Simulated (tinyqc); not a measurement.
Harmonic frequencies on the UHF/3-21g surface (energies and gradients from PySCF), for H2+, spin multiplicity 2, step by step. Computed by tinyqc, a small Python program that keeps every step (integrals from PySCF). Settings: charge = 1, multiplicity = 2, basis = 3-21g, delta = 0.01. Command: `OMP_NUM_THREADS=1 python tinyqc.py 31546 31547 out.jsonl` (the two numbers bound the seeds that draw the settings). One thread of a shared host (Intel(R) Xeon(R) Processor @ 2.60GHz), about 0.1 s of CPU time with the checks.

## One row of the Hessian: 1Hz

optimised positions (bohr):
```
          x        y         z
1H  0.00000  0.00000  -0.26455
2H  0.00000  0.00000   1.72908
```

gradient at +delta (hartree/bohr):
```
            x          y           z
1H  0.0000000  0.0000000   0.0008388
2H  0.0000000  0.0000000  -0.0008388
```

gradient at -delta (hartree/bohr):
```
            x          y           z
1H  0.0000000  0.0000000  -0.0007972
2H  0.0000000  0.0000000   0.0007972
```

Displace 1Hz by +/-0.01 bohr; H(k, :) = (g(+) - g(-)) / (2 delta).

row of the Hessian (hartree/bohr^2): 1Hx 0.0000000, 1Hy 0.0000000, 1Hz 0.0817998, 2Hx 0.0000000, 2Hy 0.0000000, 2Hz -0.0817998

## Hessian by finite differences

All rows are made in the same way, and the matrix is symmetrised.

Hessian (symmetrised) (hartree/bohr^2):
```
            1Hx         1Hy         1Hz         2Hx         2Hy         2Hz
1Hx  -0.0000032   0.0000000   0.0000000   0.0000032   0.0000000   0.0000000
1Hy   0.0000000  -0.0000032   0.0000000   0.0000000   0.0000032   0.0000000
1Hz   0.0000000   0.0000000   0.0817998   0.0000000   0.0000000  -0.0817998
2Hx   0.0000032   0.0000000   0.0000000  -0.0000032   0.0000000   0.0000000
2Hy   0.0000000   0.0000032   0.0000000   0.0000000  -0.0000032   0.0000000
2Hz   0.0000000   0.0000000  -0.0817998   0.0000000   0.0000000   0.0817998
```

## Normal modes

masses (u): 1H 1.00782, 2H 1.00782

Diagonalise H_ij / sqrt(m_i m_j); the 5 smallest eigenvalues belong to translations and rotations; wavenumber = sqrt(eigenvalue / 1822.888) x 219474.63; each mode has its largest component positive (the first on a tie); zero-point energy = sum of wavenumbers / 2, with 349.755 1/cm per kcal/mol.

eigenvalues of the mass-weighted Hessian (hartree/(bohr^2 u)): -0.00001  -0.00001  0.00000  0.00000  0.00000  0.16233

harmonic wavenumbers of the vibrations (1/cm): 2071.1

mass-weighted modes:
```
       mode 1
1Hx   0.00000
1Hy   0.00000
1Hz   0.70711
2Hx   0.00000
2Hy   0.00000
2Hz  -0.70711
```

zero-point energy = 2.96080 kcal/mol
